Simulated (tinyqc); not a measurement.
Delta-doped layer in the Thomas-Fermi potential: one step. Filling the subbands. Five cases, with inputs chosen for the exercise.

Question. At zero temperature n_i = g m_d (mu - E_i)/(2 pi c) for E_i < mu, c = hbar^2/2m0; find mu from sum n_i = N (1e13/cm^2 = 1e-3/angstrom^2).

Constants: hbar^2/2m0 = 3.80998211 eV angstrom^2.

Give: mu; n_i in the order of the list.

Case 1.

Values chosen (out of a larger set: near those of a delta-doped layer in Si; not measured data): N = 1.5 x 1e13/cm^2 (donor sheet density).

Subbands:
```
label  valleys g  m_d (m0)     E (eV)  rms z (angstrom)
0              2  0.192000  -0.031636            10.606
0'             4  0.417765  -0.016014            27.420
1              2  0.192000  -0.001071            60.940
```

Answer.

mu = -0.0015 eV

n_i in the order of the list (1e13/cm^2): 0.484  1.016  0.000

2 subbands filled in part, the lowest with 32 % of the electrons. The potential was built for a Fermi level at 0; filling its quantised levels puts mu 1.7 % of the depth below that; with so few subbands the Thomas-Fermi picture is crude, and a close match would be chance. The fullest is 0', with 68 %.

Case 2.

Values chosen (out of a larger set: near those of a delta-doped layer in GaAs; not measured data): N = 0.26 x 1e13/cm^2 (donor sheet density).

Subbands:
```
label  valleys g  m_d (m0)     E (eV)  rms z (angstrom)
0              1  0.066000  -0.061862            36.603
1              1  0.066000  -0.021497            96.228
2              1  0.066000  -0.008698           172.709
3              1  0.066000  -0.002445           319.431
4              1  0.066000  -0.000525           589.681
```

Answer.

mu = -0.0001 eV

n_i in the order of the list (1e13/cm^2): 0.170  0.059  0.024  0.006  0.001

5 subbands filled in part, the lowest with 65 % of the electrons. The potential was built for a Fermi level at 0; filling its quantised levels puts mu 0.1 % of the depth below that, which shows how nearly the two pictures agree.

Case 3.

Values chosen (out of a larger set: near those of a delta-doped layer in Si; not measured data): N = 2 x 1e13/cm^2 (donor sheet density).

Subbands:
```
label  valleys g  m_d (m0)     E (eV)  rms z (angstrom)
0              2  0.191000  -0.041351             9.295
0'             4  0.424172  -0.021116            24.165
1              2  0.191000  -0.002167            46.779
```

Answer.

mu = -0.0019 eV

n_i in the order of the list (1e13/cm^2): 0.630  1.365  0.005

3 subbands filled in part, the lowest with 32 % of the electrons. The potential was built for a Fermi level at 0; filling its quantised levels puts mu 1.7 % of the depth below that, which shows how nearly the two pictures agree. The fullest is 0', with 68 %.

Case 4.

Values chosen (out of a larger set: near those of a delta-doped layer in GaAs; not measured data): N = 0.14 x 1e13/cm^2 (donor sheet density).

Subbands:
```
label  valleys g  m_d (m0)     E (eV)  rms z (angstrom)
0              1  0.069000  -0.034850            45.547
1              1  0.069000  -0.010181           126.319
2              1  0.069000  -0.003392           239.946
3              1  0.069000  -0.000610           511.431
```

Answer.

mu = -0.0001 eV

n_i in the order of the list (1e13/cm^2): 0.100  0.029  0.009  0.001

4 subbands filled in part, the lowest with 72 % of the electrons. The potential was built for a Fermi level at 0; filling its quantised levels puts mu 0.2 % of the depth below that, which shows how nearly the two pictures agree.

Case 5.

Values chosen (out of a larger set: near those of a delta-doped layer in Si; not measured data): N = 15 x 1e13/cm^2 (donor sheet density).

Subbands:
```
label  valleys g  m_d (m0)     E (eV)  rms z (angstrom)
0              2  0.195000  -0.257829             4.223
0'             4  0.421248  -0.155720             9.560
1              2  0.195000  -0.046696            13.678
2              2  0.195000  -0.008118            31.864
```

Answer.

mu = -0.0090 eV

n_i in the order of the list (1e13/cm^2): 4.055  10.331  0.615  0.000

3 subbands filled in part, the lowest with 27 % of the electrons. The potential was built for a Fermi level at 0; filling its quantised levels puts mu 1.7 % of the depth below that, which shows how nearly the two pictures agree. The fullest is 0', with 69 %.

Computed by tinyqc, one run a case: `OMP_NUM_THREADS=1 python tinyqc.py N N+1 out.jsonl` with N = 1250166, 1250288, 1250336, 1251004, 1251007; one thread of a shared Intel(R) Xeon(R) Processor @ 2.30GHz, about 0.2 s a run at most.
